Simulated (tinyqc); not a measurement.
Energy and delay of logic against supply voltage: two steps of the calculation.

One expression serves below and above threshold: I(Vg) = Ik [ln(1 + exp((Vg - VT + dd V)/(al nf Vt)))]^al, with I_on = I(V) and I_off = I(0). Gate delay td = kd C V/I_on, clock period LD td. Per gate and cycle the switching energy is act C V^2 and the leakage energy I_off V LD td. No short-circuit current, no variation. Minima are sought above 0.09 V; below a few Vt gates no longer switch and the model has no meaning.

Parameters, values chosen for the exercise; values of the order met in logic technologies:
- T = 300 K (temperature)
- VT = 0.3 V (threshold voltage at zero drain bias)
- nf = 1.11 (slope factor)
- dd = 0.02 (barrier lowering per volt of supply)
- Ik = 1.6 uA (specific current of a gate)
- al = 1.72 (exponent of the current law)
- C = 2.4 fF (load capacitance of a gate)
- kd = 0.6 (delay factor)
- LD = 16 (logic depth)
- act = 0.2 (activity factor)
- V = 0.41 V (supply voltage)

Constants: q = 1.602176634e-19 C, kB = 1.380649e-23 J/K, Vt = kB T/q. Results are converted to the units shown.

Problem 1. Currents, delay and energies. I_on, I_off, td, clock frequency 1/(LD td), both energies and their sum.

Give: I_on; I_off; td; clock frequency; switching energy; leakage energy; energy.

Solution 1.

I_on = 7.6419 uA
I_off = 0.061217 nA
td = 77.258 ps
clock frequency = 0.80898 GHz
switching energy = 80.688 aJ
leakage energy = 0.031025 aJ
energy = 80.719 aJ

I_on/I_off = 1.25e5; leakage makes up 0.0384 % of the energy.

Problem 2. New V. Minimum-energy supply: E(V) is the energy per gate and cycle; with h = 0.001 V, E' = (E(V + h) - E(V - h))/(2 h), E'' = (E(V - h) - 2 E(V) + E(V + h))/h^2, V(new) = V - E'/E''.

V at the start = 0.15 V

Find: E'; E''; V after iteration 1.

Solution 2.

E' = 84.15 aJ/V
E'' = 1988 aJ/V^2
V after iteration 1 = 0.1077 V

Computed by the program tinyqc: `OMP_NUM_THREADS=1 python tinyqc.py 2082099 2082100 out.jsonl`, one thread of a shared Intel Xeon 2.30GHz, about 0.01 s for the whole run.
